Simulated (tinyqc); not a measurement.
Comparisons within one model: Penn model of the dielectric constant and Phillips ionicity. A value that a table varies takes the place of the one given here.

n = 32/a^3; Ep^2 = 8 pi c e2 n with c = hbar^2/2m0, e2 = e^2/(4 pi eps0); EF = c (3 pi^2 n)^(2/3); eps = 1 + (Ep/Eg)^2 S with S = 1 - Eg/(4 EF) + (Eg/(4 EF))^2/3, Eg the Penn gap. Core d shells are left out.

Phillips: bond length d = sqrt(3) a/4; homopolar gap Eh = 39.74 d^(-2.48) eV (d in angstrom); Eg^2 = Eh^2 + C^2; ionicity fi = C^2/Eg^2.

Constants: hbar^2/2m0 = 3.80998211 eV angstrom^2; e^2/(4 pi eps0) = 14.39964547 eV angstrom.

Inputs chosen for the exercise (out of a larger set: near those of GaN; not measured data):
```
symbol  value  unit      meaning
a       4.5    angstrom  cubic lattice constant, 32 valence electrons a cell
C0      8.06   eV        ionic gap, held fixed
ei      5.36             high-frequency dielectric constant
```

## Dielectric constant under pressure

The lattice constant is scaled by the factor listed; C = C0.

Results:
```
factor,Eh (eV),Eg (eV),Ep (eV),eps,fi
0.94,8.859,11.977,24.145,4.500,0.453
0.96,8.408,11.647,23.394,4.467,0.479
0.98,7.989,11.349,22.682,4.425,0.504
0.99,7.790,11.210,22.339,4.401,0.517
1.00,7.599,11.077,22.005,4.375,0.529
1.01,7.413,10.951,21.679,4.347,0.542
1.02,7.235,10.831,21.361,4.317,0.554
1.04,6.894,10.606,20.747,4.254,0.577
```

d ln eps/d ln a = -0.62 around factor 1: eps rises under compression. Ep^2 goes as a^-3 and Eh^2 as a^-4.96; with C fixed Eg^2 goes as a^-2.33 at fi = 0.529, and leaving S aside the two powers balance at fi = 0.395. The slope is a difference of two powers and the model omits d shells and any change of C, so it is no prediction for a real crystal; eps from C0 (row 1.00) need not match a measured ei.

## What moves the Penn gap and the ionicity

Eg from ei; fi = 1 - (Eh/Eg)^2, printed even where negative. Each row changes one parameter from the base and keeps the others.

Results:
```
case,Ep (eV),Eg (eV),Eh (eV),fi
base,22.005,9.833,7.599,0.403
a = 4.59 angstrom,21.361,9.539,7.235,0.425
ei = 4.82,22.005,10.458,7.599,0.472
```

The largest shifts from the base row, up to three for each result and ties (the steps differ in size, so this ranks the rows, not the parameters). Ep (eV): a -0.644; unchanged at the printed digits by ei. Eg (eV): ei +0.625, a -0.294. Eh (eV): a -0.364; unchanged at the printed digits by ei. fi: ei +0.069, a +0.022. With the tabulated Phillips C of about 7.6 eV, fi would be 0.50; this model leaves out the d-shell factor.

Run: tinyqc, `OMP_NUM_THREADS=1 python tinyqc.py 1681322 1681323 out.jsonl`; Intel(R) Xeon(R) Processor @ 2.30GHz, one thread, shared host; about 0.01 s of CPU time with all checks.
